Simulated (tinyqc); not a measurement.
Inputs raised by 10 %, one at a time: Schottky barrier with interface states (Cowley-Sze model), image lowering and contact resistance. Computed by tinyqc, a small Python program. Command: `OMP_NUM_THREADS=1 python tinyqc.py 3000138 3000139 out.jsonl pinning sens`. One thread of a shared host (Intel(R) Xeon(R) Processor @ 2.30GHz), about 0.02 s of CPU time with the checks.

An n-type semiconductor under a metal. The barrier lies between the Schottky-Mott limit phi_M - chi and the Bardeen limit E_g - E_n, E_n being the neutrality level of the interface states; the space-charge term of the full Cowley-Sze expression is left out.

Inputs (values chosen for the exercise, with gap, mass and screening modelled on germanium): gap E_g = 0.664 eV; electron affinity chi = 3.98 eV; metal work function phi_M = 4.44 eV; neutrality level E_n above the valence band = 0.361 eV; interface-state density D = 6.7e+12 cm^-2 eV^-1; dipole layer thickness delta = 0.22 nm; dipole layer constant eps_i = 2; dielectric constant eps_s = 15.9; electron mass m_e = 0.219 m_0; valleys M_c = 4; donor density N = 1.6e+18 cm^-3; temperature T = 425 K; reverse bias V_r = 1.1 V.

Pinning factor from: interface states.

Constants: e = 1.602176634e-19 C; eps_0 = 8.8541878128e-12 F/m; k_B = 8.617333262e-05 eV/K; m_0 = 9.1093837015e-31 kg; k_B = 1.380649e-23 J/K; h = 6.62607015e-34 J s; hbar = 1.054571817e-34 J s.

Method:
- S = 1/(1 + e^2 D delta/(eps_i eps_0)); for D per eV, e^2 D is the number e x D in SI units, with 1 cm^-2 = 1e4 m^-2.
- phi_B = S (phi_M - chi) + (1 - S)(E_g - E_n); the hole barrier is E_g - phi_B.
- N_c = 2 M_c (2 pi m_e k_B T/h^2)^(3/2); xi = E_c - E_F solves N = N_c F_1/2(-xi/k_B T) (bisection; full ionisation).
- F_1/2(eta) = (2/sqrt(pi)) int_0^infinity sqrt(x)/(1 + exp(x - eta)) dx, by the trapezoid rule in t = sqrt(x) with step 0.02 up to t = 12 (for eta < -12 by exp(eta) - exp(2 eta)/2^(3/2)).
- V_bi = phi_B - xi; W = sqrt(2 eps_s eps_0 (V_bi + V_r - k_B T/e)/(e N)); field at the metal E_m = e N W/(eps_s eps_0); image lowering sqrt(e E_m/(4 pi eps_s eps_0)).
- A* = 4 pi e m_e M_c k_B^2/h^3 (a simple valley count); J_s = A* T^2 exp(-phi/k_B T).
- J_0 uses phi_B; the reverse current uses phi_B less the image lowering, times 1 - exp(-V_r/k_B T).
- E_00 = (e hbar/2) sqrt(N/(m_e eps_s eps_0)), E_0 = E_00 coth(E_00/k_B T); scaling form of the contact resistivity rho_c = (k_B/(e A* T)) exp(phi_B/E_0), which is the thermionic result when E_00 << k_B T and keeps only the leading exponential of tunnelling when E_00 >> k_B T; image lowering is left out of it.

Runs; columns: (1) input moved; (2) from; (3) to; (4) J_0 (A/cm^2); (5) thermionic reverse current (A/cm^2); (6) contact resistivity rho_c (ohm cm^2); (7) image lowering (eV):
```
(1)                                                   (2)       (3)    (4)   (5)        (6)      (7)
base run                                                -         -  110.5  1000  2.107e-04  0.08068
neutrality level E_n above the valence band (eV)    0.361    0.3971  124.1  1121  1.884e-04  0.08062
interface-state density D (cm^-2 eV^-1)           6.7e+12  7.37e+12  115.5  1045  2.019e-04  0.08066
donor density N (cm^-3)                           1.6e+18  1.76e+18  110.5  1056  2.018e-04  0.08268
temperature T (K)                                     425     467.5  400.0  2945  7.145e-05  0.08042
reverse bias V_r (V)                                  1.1      1.21  110.5  1043  2.107e-04  0.08220
dielectric constant eps_s                            15.9     17.49  110.5   859  2.192e-04  0.07512
```

Exponents ln(y'/y) / ln(x'/x):
```
input                                           J_0  thermionic reverse current  contact resistivity rho_c  image lowering
neutrality level E_n above the valence band   1.217                       1.200                     -1.171          -0.008
interface-state density D                     0.462                       0.455                     -0.444          -0.003
donor density N                               0.000                       0.572                     -0.452           0.257
temperature T                                13.499                      11.330                    -11.345          -0.034
reverse bias V_r                              0.000                       0.436                      0.000           0.196
dielectric constant eps_s                     0.000                      -1.595                      0.414          -0.750
```

Among the inputs moved here: J_0 answers most in size to temperature T (exponent +13.499), next to neutrality level E_n above the valence band (+1.217); its exponent is below 0.0005 for donor density N, reverse bias V_r, dielectric constant eps_s. Thermionic reverse current answers most in size to temperature T (exponent +11.330), next to dielectric constant eps_s (-1.595). Contact resistivity rho_c answers most in size to temperature T (exponent -11.345), next to neutrality level E_n above the valence band (-1.171); its exponent is below 0.0005 for reverse bias V_r. Image lowering answers most in size to dielectric constant eps_s (exponent -0.750), next to donor density N (+0.257). Its exponent +0.257 in donor density N: the lowering goes as the root of the field, N^(1/4).

Caution (all rows): the field is near or above breakdown for such a gap, so avalanche or tunnelling current would take over. Caution (all rows): the field is near breakdown. Caution (all rows): E_00 = (e hbar/2) sqrt(N/(m_e eps_s eps_0)) is above 0.3 k_B T, so tunnelling through the barrier adds to the thermionic currents, most of all under reverse bias.
